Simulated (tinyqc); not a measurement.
Worked calculation: Hueckel theory of the pi electrons with the omega technique, for the molecule c1ccc2[nH]ccc2c1 (SMILES; centres numbered as the heavy atoms are written). Computed by tinyqc, a small Python program that keeps every step. Settings: charge = 0, omega = 1.4, damping = 0. Command: `OMP_NUM_THREADS=1 python tinyqc.py 25055 25056 out.jsonl` (the two numbers bound the seeds that draw the settings). One thread of a shared host (Intel(R) Xeon(R) Processor @ 2.60GHz), about 0.01 s of CPU time with the checks.

## The Hueckel matrix

Centres:
```
centre  z_r, pi electrons of the neutral centre       h
1C                                            1  0.0000
2C                                            1  0.0000
3C                                            1  0.0000
4C                                            1  0.0000
5N                                            2  1.6500
6C                                            1  0.0000
7C                                            1  0.0000
8C                                            1  0.0000
9C                                            1  0.0000
```

Bonds:
```
i  j       k
1  2       1
2  3       1
3  4       1
4  5  0.9000
5  6  0.9000
6  7       1
7  8       1
8  9       1
9  1       1
8  4       1
```

H_rr = alpha + h_r beta, H_rs = k_rs beta for bonded centres.

Hueckel matrix in units of beta (H = alpha + beta A), lower triangle:
```
        1C      2C      3C      4C      5N      6C      7C      8C
1C  0.0000
2C  1.0000  0.0000
3C  0.0000  1.0000  0.0000
4C  0.0000  0.0000  1.0000  0.0000
5N  0.0000  0.0000  0.0000  0.9000  1.6500
6C  0.0000  0.0000  0.0000  0.0000  0.9000  0.0000
7C  0.0000  0.0000  0.0000  0.0000  0.0000  1.0000  0.0000
8C  0.0000  0.0000  0.0000  1.0000  0.0000  0.0000  1.0000  0.0000
9C  1.0000  0.0000  0.0000  0.0000  0.0000  0.0000  0.0000  1.0000

        9C
9C  0.0000
```

## Orbitals, round 1

pi electrons, sum of z_r less the charge = 10

Diagonalise; E = alpha + x beta with beta < 0, so the largest x are filled first; degenerate levels share their electrons. P = sum n_i c_ri c_si; each orbital has its largest coefficient positive (the first on a tie).

x values: 2.6429  1.8252  1.3306  0.8540  0.5952  -0.8407  -1.1315  -1.4723  -2.1534

occupations: 2.0000  2.0000  2.0000  2.0000  2.0000  0.0000  0.0000  0.0000  0.0000

coefficients:
```
       MO1      MO2      MO3      MO4      MO5      MO6      MO7      MO8
1C  0.1042  -0.4518  -0.1423   0.5268  -0.0538  -0.1204   0.5621   0.2237
2C  0.1176  -0.3957  -0.4205   0.1602   0.3719  -0.3782  -0.3079  -0.3949
3C  0.2066  -0.2703  -0.4172  -0.3900   0.2752   0.4383  -0.2137   0.3578
4C  0.4285  -0.0977  -0.1346  -0.4933  -0.2081   0.0097   0.5497  -0.1318
5N  0.6812   0.4702  -0.2353   0.2757  -0.2361  -0.1821  -0.2417   0.1739
6C  0.3230   0.1892   0.2181   0.2495   0.4848   0.4941   0.1972  -0.4715
7C  0.2406  -0.0778   0.5020  -0.0350   0.5010  -0.2515  -0.0057   0.5377
8C  0.3129  -0.3312   0.4499  -0.2794  -0.1866  -0.2826  -0.1908  -0.3202
9C  0.1578  -0.4290   0.2311   0.2897  -0.4039   0.4794  -0.3281   0.0655

        MO9
1C   0.3222
2C  -0.3082
3C   0.3415
4C  -0.4271
5N   0.0778
6C   0.0983
7C  -0.2817
8C   0.5083
9C  -0.3857
```

charge and bond-order matrix P, lower triangle:
```
         1C       2C       3C       4C       5N       6C       7C      8C
1C   1.0313
2C   0.6305   1.0223
3C  -0.0344   0.6931   1.0352
4C  -0.2814  -0.0215   0.6124   0.9958
5N   0.0999  -0.1012  -0.1213   0.3816   1.7443
6C   0.0449   0.1833  -0.0786  -0.2668   0.4240   0.9699
7C  -0.1133   0.0574   0.0257  -0.0877  -0.2375   0.8133   1.1364
8C  -0.0378  -0.2709   0.0482   0.5651  -0.1629  -0.0473   0.4864  1.0457
9C   0.7035  -0.0254  -0.3440   0.0392   0.0532  -0.2067  -0.0503  0.5798

        9C
9C  1.0190
```

## Omega technique, round 1

h_r = h_r(0) + omega q_r, omega = 1.4, with q_r = z_r - P_rr.

matrix after round 1, lower triangle:
```
         1C       2C       3C      4C      5N      6C       7C       8C
1C  -0.0439
2C   1.0000  -0.0312
3C   0.0000   1.0000  -0.0493
4C   0.0000   0.0000   1.0000  0.0058
5N   0.0000   0.0000   0.0000  0.9000  2.0080
6C   0.0000   0.0000   0.0000  0.0000  0.9000  0.0421
7C   0.0000   0.0000   0.0000  0.0000  0.0000  1.0000  -0.1910
8C   0.0000   0.0000   0.0000  1.0000  0.0000  0.0000   1.0000  -0.0639
9C   1.0000   0.0000   0.0000  0.0000  0.0000  0.0000   0.0000   1.0000

         9C
9C  -0.0266
```

## Orbitals, round 2

As before.

x values: 2.8253  1.8598  1.2724  0.8529  0.5646  -0.8579  -1.1341  -1.5322  -2.2009

occupations: 2.0000  2.0000  2.0000  2.0000  2.0000  0.0000  0.0000  0.0000  0.0000

coefficients:
```
       MO1      MO2      MO3      MO4      MO5      MO6      MO7      MO8
1C  0.0644   0.4355  -0.1673   0.5347  -0.0482  -0.0771   0.5586   0.2684
2C  0.0798   0.3894  -0.4431   0.1593   0.3626  -0.3976  -0.2493  -0.4247
3C  0.1636   0.3007  -0.4104  -0.3939   0.2643   0.4057  -0.2837   0.3691
4C  0.3905   0.1848  -0.0993  -0.5147  -0.2003   0.0696   0.5571  -0.1226
5N  0.7804  -0.3913  -0.1914   0.2344  -0.2142  -0.1780  -0.2124   0.1399
6C  0.3183  -0.1203   0.2557   0.2138   0.5438   0.4971   0.1845  -0.4276
7C  0.1834   0.1335   0.4869  -0.0376   0.4769  -0.2872  -0.0259   0.5472
8C  0.2350   0.3940   0.4568  -0.2531  -0.1834  -0.3056  -0.1601  -0.3064
9C  0.1050   0.4398   0.2229   0.3202  -0.3919   0.4603  -0.3598   0.0252

        MO9
1C   0.3160
2C  -0.2972
3C   0.3288
4C  -0.4103
5N   0.0630
6C   0.1157
7C  -0.3162
8C   0.5199
9C  -0.3844
```

charge and bond-order matrix P, lower triangle:
```
         1C       2C       3C       4C       5N       6C       7C      8C
1C   1.0202
2C   0.6330   1.0222
3C  -0.0264   0.6901   1.0212
4C  -0.2866  -0.0150   0.6200   1.0030
5N   0.0950  -0.0912  -0.1208   0.3474   1.7994
6C   0.0268   0.1929  -0.0591  -0.2847   0.3604   1.0452
7C  -0.1092   0.0356   0.0224  -0.0565  -0.2265   0.8363   1.0348
8C  -0.0323  -0.2741   0.0414   0.5724  -0.1566  -0.0194   0.4803  1.0337
9C   0.7023  -0.0204  -0.3435   0.0276   0.0523  -0.2143  -0.0250  0.5812

        9C
9C  1.0205
```

## Omega technique, round 2

As before.

matrix after round 2, lower triangle:
```
         1C       2C       3C       4C      5N       6C       7C       8C
1C  -0.0282
2C   1.0000  -0.0311
3C   0.0000   1.0000  -0.0296
4C   0.0000   0.0000   1.0000  -0.0042
5N   0.0000   0.0000   0.0000   0.9000  1.9309
6C   0.0000   0.0000   0.0000   0.0000  0.9000  -0.0633
7C   0.0000   0.0000   0.0000   0.0000  0.0000   1.0000  -0.0487
8C   0.0000   0.0000   0.0000   1.0000  0.0000   0.0000   1.0000  -0.0472
9C   1.0000   0.0000   0.0000   0.0000  0.0000   0.0000   0.0000   1.0000

         9C
9C  -0.0287
```

## Convergence

Each round sets h_r = h_r(0) + omega (z_r - P_rr), keeping the share named as damping of the old diagonal; repeat until output and input diagonals agree to 1e-6.

Rounds:
```
round  sum n x  largest |h(out) - h(in)|
1      14.4959                  3.58e-01
2      14.7502                  1.42e-01
3      14.7023                  1.33e-01
4      14.7060                  1.49e-01
5      14.7119                  1.63e-01
6      14.7057                  1.80e-01
7      14.7151                  2.00e-01
8      14.7087                  2.24e-01
9      14.7209                  2.52e-01
10     14.7153                  2.86e-01
11     14.7324                  3.26e-01
12     14.7292                  3.74e-01
13     14.7550                  4.28e-01
14     14.7573                  4.93e-01
15     14.7983                  5.64e-01
16     14.8111                  6.48e-01
17     14.8764                  7.34e-01
18     14.9057                  8.33e-01
19     15.0041                  9.26e-01
20     15.0520                  1.03e+00
21     15.1839                  1.12e+00
22     15.2418                  1.20e+00
23     15.3928                  1.27e+00
24     15.4431                  1.34e+00
25     15.5907                  1.39e+00
26     15.6177                  1.43e+00
27     15.7463                  1.46e+00
28     15.7456                  1.48e+00
29     15.8519                  1.50e+00
30     15.8282                  1.52e+00
31     15.9169                  1.53e+00
32     15.8774                  1.53e+00
33     15.9543                  1.54e+00
34     15.9052                  1.54e+00
35     15.9752                  1.55e+00
36     15.9205                  1.55e+00
37     15.9866                  1.55e+00
38     15.9288                  1.55e+00
39     15.9927                  1.55e+00
40     15.9333                  1.55e+00
```

Not converged within 40 rounds: the residual has stopped falling. Reruns: damping 0.5: converged in 16; damping 0.8: not converged.
